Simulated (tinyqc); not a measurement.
# Absorption edge of a degenerate semiconductor, band filling against gap narrowing, step by step

Computed by the program tinyqc: `OMP_NUM_THREADS=1 python tinyqc.py 2330013 2330014 out.jsonl`, one thread of a shared Intel Xeon 2.30GHz, about 0.01 s for the whole run. Printed values are rounded.

n-type, parabolic bands, full ionisation. eta = (EF - Ec)/kB T solves N = Nc F12(eta), F12(x) = (2/sqrt(pi)) int_0^infinity sqrt(u)/(1 + exp(u - x)) du. The gap shrinks rigidly by dEg = a3 y^(1/3) + a4 y^(1/4) + a2 y^(1/2), y = N/1e18 cm^-3, an empirical law that is here taken as the true narrowing.

Inputs (values chosen for the exercise); band and dielectric values close to those of indium arsenide:

| symbol | value | unit | meaning |
|---|---|---|---|
| T | 300 | K | temperature |
| Eg | 0.35 | eV | band gap |
| Nc | 8.7e16 | cm^-3 | conduction-band density of states at 300 K, from me |
| me | 0.0229 | m0 | electron mass |
| mh | 0.406 | m0 | hole mass |
| N | 4e17 | cm^-3 | ionised donor density |
| a3 | 8.5 | meV | coefficient of (N/1e18)^(1/3) |
| a4 | 12.3 | meV | coefficient of (N/1e18)^(1/4) |
| a2 | 3.8 | meV | coefficient of (N/1e18)^(1/2) |

Constants: q = 1.602176634e-19 C, kB = 1.380649e-23 J/K, h = 6.62607015e-34 J s, c = 299792458 m/s, Vt = kB T/q. Results are converted to the units shown.

Range of the model: Band tails, non-parabolic bands and incomplete ionisation are left out.

## Iteration 1: Fermi level

eta at the start (Boltzmann value) = 1.5256

Newton step on ln F12(eta) = ln(N/Nc): eta(new) = eta - ln(Nc F12/N) F12/Fm, Fm(x) = dF12/dx = (1/sqrt(pi)) int_0^infinity u^(-1/2)/(1 + exp(u - x)) du.

F12 = 2.17699
Fm = 1.26057
eta after iteration 1 = 2.81672

## Course of the iteration

Stop when eta changes by less than 1e-9.

Course of the iteration:

| iteration | eta | change |
|---|---|---|
| 1 | 2.81672 | 1.29 |
| 2 | 3.05271 | 0.236 |
| 3 | 3.05909 | 6.38e-3 |
| 4 | 3.05909 | 4.44e-6 |
| 5 | 3.05909 | 2.14e-12 |

Converged in 5 iterations.

## The optical edge

converged eta = 3.05909

Vertical transitions need an empty final state: the edge is taken where the state lies 4 kB T below EF, E_opt = Eg - dEg + (1 + me/mh) max(eta - 4, 0) kB T; wavelength h c/(q E_opt).

dEg = 18.4480 meV
EF - Ec = 79.0837 meV
filling shift = 0 meV
E_opt = 0.331552 eV
wavelength = 3739.51 nm

The edge lies 18.4 meV below the undoped gap: narrowing outweighs filling.
